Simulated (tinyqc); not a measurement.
Worked calculation: potential-pH (Pourbaix) lines of a metal, its cation, its oxide and an oxyanion, with a complexing ligand. Computed by tinyqc, a small Python program that keeps every step. Command: `OMP_NUM_THREADS=1 python tinyqc.py 3018892 3018893 out.jsonl pourb walk`. One thread of a shared host (Intel(R) Xeon(R) Processor @ 2.30GHz), about 0.02 s of CPU time with the checks. Intermediate numbers are printed to about 6 digits and carried at full precision; extremes and crossings named in words are read from the listed rows.

Potentials are against the standard hydrogen electrode; solids and water have unit activity; dG_f of M, H+ and the electron is zero; F = e N_A and s = R T ln(10)/F. The cation carries z = 2.

Inputs (values chosen for the exercise, modelled on copper):
```
quantity,value,unit
dG_f of the cation,64.26,kJ/mol
dG_f of the oxide,-128.53,kJ/mol
dG_f of the oxyanion,-207.53,kJ/mol
dG_f of water,-237.14,kJ/mol
temperature T,298.15,K
log10 of the dissolved activity a,-4,-
pH,2.4,-
potential E,-0.57,V
log10 of the stability constant beta of ML,10,-
pKa of HL,7.1,-
total ligand c_L,0.0021,mol/L
limiting current density i_L,2.9e-05,A/cm^2
molar volume V_m,7.11,cm^3/mol
```

Species: M, M2+, MO, MO2(2-).

exchange current densities, metal and cathodic (A/cm^2): [4.6e-05, 3.8e-11]

Tafel slopes, anodic and cathodic (mV/decade): [60, 140]

Constants: R = 8.314462618 J/(mol K); e = 1.602176634e-19 C; N_A = 6.02214076e+23 1/mol.

## Standard potentials

M2+ + 2e = M; MO + 2H+ + 2e = M + H2O; MO2(2-) + 4H+ + 2e = M + 2H2O. For each, E0 = -dG/(z F), and E = E0 + (s/z) log10 a - (s n_H/z) pH, with no activity term for the oxide.

s = 0.0591593 V

E0 (V): cation 0.33300, oxide 0.56283, oxyanion 1.38233

The metal is nobler than hydrogen: acids free of oxidants and complexing ligands do not dissolve it.

## Vertical lines

Two oxidised species coexist where their lines against the metal cross: pH1 (cation/oxide) = [E0(oxide) - E0(cation)]/s - (log10 a)/z; pH2 (oxide/oxyanion) = {[E0(oxyanion) - E0(oxide)]/s + (log10 a)/z}/(4/z - 1).

pH1 = 5.88489

pH2 = 11.8525

width of the oxide field, pH2 - pH1 = 5.96757

The oxide is stable from pH 5.88 to 11.85; each decade less of dissolved metal narrows this field by 1.00 pH units.

## The stable species at (pH, E)

The metal is stable below the lowest of the three lines; above it, the species of the lowest line is stable. Water lines at 1 bar: hydrogen E = -s pH, oxygen E = -dG_f(water)/(2F) - s pH.

lines at this pH (V): cation 0.214685, oxide 0.420849, oxyanion 0.980051

upper limit of immunity = 0.214685 V

hydrogen line = -0.141982 V

oxygen line = 1.08691 V

E above the limit of immunity = -0.784685 V

The metal is immune at this point. The point lies outside the stability range of water. Immunity reaches above the hydrogen line, so without the ligand only oxygen or another oxidant can attack. Caution: other oxidation states, hydroxides and hydrides are left out, and the lines say nothing of rates.

## A complexing ligand

The free ligand is c_L/(1 + 10^(pKa - pH)) (ligand in excess); dissolved metal is a in all, so the free cation is a/alpha, alpha = 1 + beta [L]; the cation line drops by (s/z) log10 alpha.

free ligand = 4.18997e-08 mol/L

log10 alpha = 2.62325

cation line with ligand = 0.137091 V

that line less the oxide line = -0.283759 V

With the ligand the dissolved state lies below the oxide: the oxide dissolves at this pH.

## Mixed potential with oxygen reduction

Anodic i = i0a 10^((E - E_a)/b_a) with E_a the cation line with ligand; cathodic i = i0c 10^((E_c - E)/b_c) with E_c the oxygen line; supply caps the cathodic current, 1/i_c = 1/i(Tafel) + 1/i_L. E_corr makes the two currents equal. Without the cap it would be [b_c E_a + b_a E_c + b_a b_c log10(i0c/i0a)]/(b_a + b_c). Rate = i V_m/(z F). Films are left out.

E_corr without the cap = 0.166551 V

corrosion potential E_corr = 0.122614 V

corrosion current density = 2.63922e-05 A/cm^2

i/i_L = 0.910077

etch rate = 0.583453 nm/min

The current sits at the supply limit: stirring or more oxidant, not the ligand, sets the rate. Caution: so near the reversible potential the back reaction matters and the Tafel form fails.

## The diagram with and without ligand

The formulas are those given above.

Lines against the metal (V); the species with the lowest line is stable above it:
```
pH,cation,oxide,oxyanion,stable above,cation with ligand,"stable above, ligand"
0,0.214685,0.562832,1.26402,cation,0.202078,dissolved
2,0.214685,0.444513,1.02738,cation,0.148876,dissolved
4,0.214685,0.326194,0.79074,cation,0.089803,dissolved
5,0.214685,0.267035,0.67242,cation,0.060315,dissolved
6,0.214685,0.207876,0.55410,oxide,0.031616,dissolved
7,0.214685,0.148716,0.43578,oxide,0.008565,dissolved
8,0.214685,0.089557,0.31747,oxide,-0.000380,dissolved
9,0.214685,0.030398,0.19915,oxide,-0.001743,dissolved
10,0.214685,-0.028762,0.08083,oxide,-0.001887,oxide
12,0.214685,-0.147081,-0.15581,oxyanion,-0.001903,oxyanion
14,0.214685,-0.265399,-0.39245,oxyanion,-0.001904,oxyanion
```

Without ligand the oxide holds 5 of the eleven rows (pH 6 to 10), with it 1 (pH 10). The ligand acts once beta [L] exceeds 1, from pH = pKa - log10(beta c_L) = -0.2 on, that is in all rows; its line then falls by at most s/z per pH unit and flattens beyond pKa, 0.217 V below the free cation at most. The oxide line falls faster, by s per pH unit, so the oxide takes over again at higher pH.

Checks made by the program: the lines cross at pH1 and pH2 (relative difference 1e-10).
